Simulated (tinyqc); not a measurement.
A log to judge: decay of LO phonons and the hot-phonon bottleneck in the cooling of electrons. Computed by tinyqc. Command: `OMP_NUM_THREADS=1 python tinyqc.py 3011852 3011853 out.jsonl hotphonon walk`. One thread of a shared host (Intel(R) Xeon(R) Processor @ 2.30GHz), about 0.01 s of CPU time with the checks.

n(E, T) = 1/(exp(E/(k_B T)) - 1) is the Bose occupation. Electrons have a temperature T_e; the LO modes within their reach share one occupation N; the decay products stay at the lattice temperature.

Inputs (values chosen for the exercise, modelled on zinc oxide):
```
quantity                                             value    unit
LO energy hbar omega                                  72.6     meV
lifetime at T = 0, tau_0                               1.6      ps
share f of the energy in the softer product           0.22       -
lattice temperature T                                  500       K
electron mass m*                                     0.269     m_0
eps_inf                                               3.62       -
static dielectric constant eps_s                      7.97       -
electron density n                                 6.7e+17  1/cm^3
density of LO modes that the electrons reach, N_m    4e+18  1/cm^3
power supplied per electron P                          2.7      nW
step factor                                            3.5       -
```

Decay channel: two unequal phonons (Ridley).

Constants: k_B = 8.617333262e-05 eV/K; c = 299792458 m/s; e^2/(4 pi eps_0) = 14.39964548 eV angstrom; hbar^2/(2 m_0) = 3.80998212 eV angstrom^2; hbar = 6.582119569e-16 eV s; e = 1.602176634e-19 C.

Method:
- Decay rate 1/tau = (1/tau_0) [1 + n(f hbar omega) + n((1 - f) hbar omega)].
- Full width Gamma = 1/(2 pi c tau) in 1/cm, c in cm/s.
- Froehlich coupling alpha = (e^2/(4 pi eps_0)) (1/eps_inf - 1/eps_s) k_0/(2 hbar omega), k_0 = sqrt(m* hbar omega/(hbar^2/(2 m_0))); emission time tau_sp = hbar/(2 alpha hbar omega); bottleneck ratio r = (n/N_m) tau/tau_sp.
- Net emission per electron: [(N + 1) x - N]/tau_sp with x = exp(-hbar omega/(k_B T_e)), a simple two-level balance; steady state of the modes: n [(N + 1) x - N]/tau_sp = N_m (N - N_0)/tau; power per electron P = hbar omega [(N + 1) x - N]/tau_sp.
- Eliminating N gives P(T_e) = (hbar omega/tau_sp) [(N_0 + 1) x - N_0]/[1 + r (1 - x)]. Newton steps on ln P against ln T_e, times the step factor, each limited to 0.7 in ln T_e and to keeping a fifth of T_e - T; start at 1.5 T; stop when |ln(P/P(T_e))| < 1e-9 or after 40 steps.

Iterations:
```
step  T_e (K)  P(T_e) (nW)  ln(P/P(T_e))
0     750.000      36.5983      -2.60675
1     550.000       6.9965      -0.95216
2     510.000       1.3796       0.67147
3     533.957       4.7259      -0.55982
4     506.791       0.9358       1.05965
5     532.545       4.5273      -0.51687
6     506.509       0.8968       1.10221
7     532.185       4.4766      -0.50561
8     506.437       0.8868       1.11337
...       ...          ...           ...
31    532.048       4.4572      -0.50128
32    506.410       0.8830       1.11766
33    532.048       4.4572      -0.50128
34    506.410       0.8830       1.11766
35    532.048       4.4572      -0.50128
36    506.410       0.8830       1.11766
37    532.048       4.4572      -0.50128
38    506.410       0.8830       1.11766
39    532.048       4.4572      -0.50128
```

Can the last value be used, and what does the course show?

No. Not converged: the residual has stopped falling and repeats with period one or two: the iteration swings between two states. Near the root each step multiplies the error by 1 - (step factor) = -2.50. Reruns converge with step factor = 1.0; or with step factor = 0.7.
